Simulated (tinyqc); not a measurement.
What each parameter does: temperature and isotope dependence of a band gap in oscillator models.

E(T) = E0 - sum_i sl_i th_i n_i(T), n = 1/(exp(th/T) - 1). The same coupling lowers the gap at 0 K by the zero-point term ZP = sum_i sl_i th_i/2, so the gap of the static lattice is E0 + ZP. Thermal expansion is taken as part of the slopes.

Inputs chosen for the exercise (near those of Si; not measured data):
- E0 = 1.175 eV (gap at 0 K)
- th = (128, 595) K (temperatures of two oscillators)
- sl = (0.0795, 0.2385) meV/K (their high-temperature slopes)
- T = 50 K (temperature)

Gap at T, slope -sum sl_i (th_i/T)^2 n_i (1 + n_i) and ZP.

One parameter was then changed.

Results before and after:

| case | E(T) (eV) | dE/dT (meV/K) | ZP (meV) |
|---|---|---|---|
| base | 1.1741 | -0.0475 | 76.04 |
| changed | 1.1739 | -0.0618 | 77.57 |

Which of these changes was made? (a) T = 90 K; (b) sl = (0.1034, 0.2385) meV/K; (c) E0 = 1.185 eV; (d) th = (128, 714) K.

Answer: (b) sl = (0.1034, 0.2385) meV/K. Of the candidates, run in turn, only this one gives the changed row.

All candidates:

| case | E(T) (eV) | dE/dT (meV/K) | ZP (meV) |
|---|---|---|---|
| base | 1.1741 | -0.0475 | 76.04 |
| T = 90 K | 1.1716 | -0.0814 | 76.04 |
| E0 = 1.185 eV | 1.1841 | -0.0475 | 76.04 |
| th = (128, 714) K | 1.1741 | -0.0473 | 90.23 |
| sl = (0.1034, 0.2385) meV/K | 1.1739 | -0.0618 | 77.57 |

tinyqc: `OMP_NUM_THREADS=1 python tinyqc.py 1851219 1851220 out.jsonl`; about 0.01 s, one thread, shared Intel(R) Xeon(R) Processor @ 2.30GHz.
